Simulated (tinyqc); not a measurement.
Interface roughness in a thin film (subband fluctuation and scattering): one step. Scattering time and mobility. Three cases, with inputs chosen for the exercise.

Question. Integrate over theta.

Gaussian roughness spectrum S(q) = pi D^2 Lc^2 exp(-q^2 Lc^2/4). Degenerate gas, taken to fill one subband (the second starts to fill once c kF^2/md exceeds E2 - E1, which is not tested here): kF = sqrt(2 pi Ns/gv), q = 2 kF sin(theta/2), 1/tau = (md/(2 pi c hbar)) G^2 times the integral from 0 to pi of S(q)(1 - cos theta)/eps(q)^2 dtheta, eps(q) = 1 + qs/q with screening (qs = gv md q0/(c eps), q0 = e^2/(4 pi eps0), form factors left out, which overstates the screening; other scattering is left out too, so these values lie far above measured mobilities in all but the thinnest films) or 1 without; mobility = tau c2/md with c2 = e/m0 = 1.75882e15 cm^2/(V s^2); 1e12/cm^2 = 1e-4/angstrom^2.

Constants: hbar^2/2m0 = 3.80998211 eV angstrom^2; hbar = 6.58211957e-16 eV s; e^2/(4 pi eps0) = 14.39964547 eV angstrom.

Give: a table of case, integral, tau (fs), mobility (cm^2/(V s)).

Case 1.

Values chosen (near those of a thin Ge channel on (111), one valley; not measured data): md = 0.081 m0 (mass in the plane); gv = 1 (valleys); D = 1.7 angstrom (rms height of the roughness); Lc = 46 angstrom (correlation length); Ns = 0.52 x 1e12/cm^2 (sheet density); eps = 11.7 (mean dielectric constant at the channel).

G = |dE1/dt| = 1.918480 meV/angstrom

Answer.

Results:

| case | integral | tau (fs) | mobility (cm^2/(V s)) |
|---|---|---|---|
| bare | 1.900 | 1448 | 3.144e+04 |
| screened | 0.5264 | 5226 | 1.135e+05 |

Screening raises the mobility by a factor 3.6. With it kF l = 244, so by this rate the carriers are far from localisation. Phonons, and the gate field that presses carriers to the wall, limit real channels far below this value.

Case 2.

Values chosen (near those of a thin Ge channel on (111), one valley; not measured data): md = 0.083 m0 (mass in the plane); gv = 1 (valleys); D = 1.5 angstrom (rms height of the roughness); Lc = 8 angstrom (correlation length); Ns = 2.2 x 1e12/cm^2 (sheet density); eps = 12.3 (mean dielectric constant at the channel).

G = |dE1/dt| = 0.807378 meV/angstrom

Answer.

Results:

| case | integral | tau (fs) | mobility (cm^2/(V s)) |
|---|---|---|---|
| bare | 2.941 | 2.189e+05 | 4.639e+06 |
| screened | 1.463 | 4.401e+05 | 9.326e+06 |

Screening raises the mobility by a factor 2.0. With it kF l = 8.49e+04, so by this rate the carriers are far from localisation. Phonons, and the gate field that presses carriers to the wall, limit real channels far below this value.

Case 3.

Values chosen (near those of a thin InGaAs channel; not measured data): md = 0.046 m0 (mass in the plane); gv = 1 (valleys); D = 3.1 angstrom (rms height of the roughness); Lc = 22 angstrom (correlation length); Ns = 2.1 x 1e12/cm^2 (sheet density); eps = 11.5 (mean dielectric constant at the channel).

G = |dE1/dt| = 4.349616 meV/angstrom

Answer.

Results:

| case | integral | tau (fs) | mobility (cm^2/(V s)) |
|---|---|---|---|
| bare | 1.972 | 628.2 | 2.402e+04 |
| screened | 1.229 | 1008 | 3.855e+04 |

Screening raises the mobility by a factor 1.6. With it kF l = 335, so by this rate the carriers are far from localisation. Phonons, and the gate field that presses carriers to the wall, limit real channels far below this value.

Computed by tinyqc, one run a case: `OMP_NUM_THREADS=1 python tinyqc.py N N+1 out.jsonl` with N = 1281727, 1281767, 1281926; one thread of a shared Intel(R) Xeon(R) Processor @ 2.30GHz, about 0.01 s a run at most.
